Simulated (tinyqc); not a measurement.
What each parameter does: nanosheet or nanowire with hard walls, valleys of the Ge type.

Four ellipsoidal valleys along <111>: inverse mass tensor w = 1/mt + (1/ml - 1/mt) a a^T with a the unit axis. Device axes: x along the channel, z = [001], y = z x x. The Gamma and Delta valleys are left out; the heavy Delta valleys, about 0.18 eV up, lie lowest once the L levels pass about 0.2 eV.

Hard walls around a W x H rectangle. The block w_c of w in (y, z) confines; the transport mass follows from 1/m_x = w_xx - w_xc w_c^-1 w_cx. The cross-section problem c (w_yy ky^2 + 2 w_yz ky kz + w_zz kz^2), c = hbar^2/2m0, is solved in products sin(n pi y/W) sin(l pi z/H), n, l = 1 to 12; if w_yz = 0 the levels are c pi^2 (w_yy n^2/W^2 + w_zz l^2/H^2). The w_yz term couples (n, l) to (n', l') by -2 c w_yz D_nn'(W) D_ll'(H) with D_nm(L) = 4 n m/(L (n^2 - m^2)) for n + m odd and 0 otherwise.

Without degeneracy the line density is N1 exp((EF - Ec)/kB T) with N1 = sum 2 g sqrt(m_x kB T/(4 pi c)) exp(-E/kB T), here over n, l up to 80 where w_yz = 0 and over all levels of a 12 x 12 sine basis otherwise; the classical value is W H Nc with Nc = 2 g_all (m_dos kB T/(4 pi c))^(3/2), m_dos = (ml mt^2)^(1/3); dVt = kB T ln(W H Nc/N1).

Constants: hbar^2/2m0 = 3.80998211 eV angstrom^2; kB = 8.617333262e-05 eV/K.

Inputs chosen for the exercise (near those of Ge; the results hold for these values, not for the real material):
```
symbol   value  unit      meaning
ml       1.589  m0        longitudinal mass
mt       0.083  m0        transverse mass
T        350    K         temperature
g_all    4                number of valleys
channel  100              transport direction x on a (001) wafer
W        55     angstrom  width, along y
H        66     angstrom  height, along z = [001]
```

E1 and E2 are the two lowest subband edges over all groups. Each row changes one parameter from the base and keeps the others.

Results:
```
case,E1 (eV),E2 - E1 (meV),m_x of lowest (m0),dVt (mV)
base,0.1660,174.2,0.585,130.8
W = 45 angstrom,0.2154,179.7,0.585,174.2
H = 74 angstrom,0.1524,141.9,0.585,120.6
T = 320 K,0.1660,174.2,0.585,131.4
ml = 1.748 m0,0.1655,173.3,0.638,130.5
mt = 0.075 m0,0.1831,191.7,0.580,145.1
```

The largest shifts from the base row, up to three for each result and ties (the steps differ in size, so this ranks the rows, not the parameters). E1 (eV): W +0.0494, mt +0.0171, H -0.0136; unchanged at the printed digits by T. E2 - E1 (meV): H -32.3, mt +17.5, W +5.5; unchanged at the printed digits by T. m_x of lowest (m0): ml +0.053, mt -0.005; unchanged at the printed digits by W, H and T. dVt (mV): W +43.3, mt +14.2, H -10.3.

Computed by tinyqc, a small Python program: `OMP_NUM_THREADS=1 python tinyqc.py 1280419 1280420 out.jsonl` (the numbers bound the seed that draws the inputs); one thread of a shared host (Intel(R) Xeon(R) Processor @ 2.30GHz), about 0.2 s for the whole set of steps.
